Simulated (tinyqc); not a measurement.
Inputs raised by 2 %, one at a time: wafer bonding and layer transfer: bond energy, gap closing, particles, bonding of dissimilar wafers and hydrogen blisters. Computed by tinyqc, a small Python program. Command: `OMP_NUM_THREADS=1 python tinyqc.py 3029602 3029603 out.jsonl bond sens`. One thread of a shared host (Intel(R) Xeon(R) Processor @ 2.30GHz), about 0.01 s of CPU time with the checks.

gamma is the energy per area of each of the two surfaces; plates are isotropic, and both wafers have E1 and t1.

Inputs (values chosen for the exercise, for model wafers): Young's modulus E1 = 150 GPa; Poisson ratio nu = 0.2; thickness t1 = 725 micrometre; blade thickness t_b = 100 micrometre; crack length L = 13.8 mm; particle radius h = 2 micrometre; implant depth d = 0.25 micrometre; hydrogen dose = 5.7 1e16/cm^2; share of the dose released as H2 = 0.43; surface energy of the weakened plane gamma_s = 1.4 J/m^2; anneal temperature T = 825 K.

Pair: two equal wafers.

Constants: k_B = 1.380649e-23 J/K.

Method:
- Two cantilevers opened by t_b: gamma = 3 t_b^2 E1 t1^3 E2 t2^3/(16 L^4 (E1 t1^3 + E2 t2^3)).
- E' = E1/(1 - nu^2), equal wafers assumed. Void radius in the plate regime: R_v = [(2/3) E' t1^3/gamma]^(1/4) h^(1/2). Below h_crit = 5 sqrt(t1 gamma/E') the wafers deform locally and R_v is of the order of h (taken as h).
- A flat crack of radius r under a layer of thickness d, as a clamped plate: centre height w = 3 p r^4/(16 E' d^3), volume pi r^2 w/3, energy release G = 3 p^2 r^4/(32 E' d^3), E' = E1/(1 - nu^2). It grows when G = 2 gamma_s. The gas comes from the area pi r^2: p V = (dose x share/2) pi r^2 k_B T, and G = p w/2 = (3/2) N k_B T with N the H2 molecules per area. Share needed: G = 2 gamma_s. The pressure and height at growth are given for r = 10 d.

Runs; columns: (1) input moved; (2) from; (3) to; (4) bond energy gamma (J/m^2); (5) void radius (micrometre); (6) share of the dose needed; (7) pressure at growth (MPa):
```
(1)                                                    (2)     (3)     (4)     (5)      (6)     (7)
base run                                                 -       -  1.4776  3219.7  0.57502  43.205
Young's modulus E1 (GPa)                               150     153  1.5072  3219.7  0.57502  43.635
thickness t1 (micrometre)                              725   739.5  1.5681  3219.7  0.57502  43.205
blade thickness t_b (micrometre)                       100     102  1.5373  3187.9  0.57502  43.205
crack length L (mm)                                   13.8  14.076  1.3651  3284.1  0.57502  43.205
anneal temperature T (K)                               825   841.5  1.4776  3219.7  0.56375  43.205
surface energy of the weakened plane gamma_s (J/m^2)   1.4   1.428  1.4776  3219.7  0.58652  43.635
implant depth d (micrometre)                          0.25   0.255  1.4776  3219.7  0.57502  42.779
```

Exponents ln(y'/y) / ln(x'/x):
```
input                                         bond energy gamma  void radius  share of the dose needed  pressure at growth
Young's modulus E1                                            1          0.0                         0                 0.5
thickness t1                                                  3          0.0                         0                 0.0
blade thickness t_b                                           2         -0.5                         0                 0.0
crack length L                                               -4          1.0                         0                 0.0
anneal temperature T                                          0          0.0                        -1                 0.0
surface energy of the weakened plane gamma_s                  0          0.0                         1                 0.5
implant depth d                                               0          0.0                         0                -0.5
```

Which inputs matter most for each result?

Among the inputs moved here: bond energy gamma answers most in size to crack length L (exponent -4.000), next to thickness t1 (+3.000); its exponent is below 0.0005 for anneal temperature T, surface energy of the weakened plane gamma_s, implant depth d. Its exponent +3.000 in thickness t1: bending stiffness. Its exponent +2.000 in blade thickness t_b: energy is quadratic in the opening. Void radius answers most in size to crack length L (exponent +1.000), next to blade thickness t_b (-0.500); its exponent is below 0.0005 for Young's modulus E1, thickness t1, anneal temperature T, surface energy of the weakened plane gamma_s, implant depth d. Share of the dose needed answers most in size to surface energy of the weakened plane gamma_s (exponent +1.000), and about equally to anneal temperature T (-1.000); its exponent is below 0.0005 for Young's modulus E1, thickness t1, blade thickness t_b, crack length L, implant depth d. Pressure at growth answers most in size to Young's modulus E1 (exponent +0.500), and about equally to surface energy of the weakened plane gamma_s (+0.500), implant depth d (-0.500); its exponent is below 0.0005 for thickness t1, blade thickness t_b, crack length L, anneal temperature T. Its exponent -0.500 in implant depth d: d^(3/2)/r^2 at r proportional to d.

Caution (all rows): the height exceeds half the layer thickness, so membrane stretching stiffens the plate.
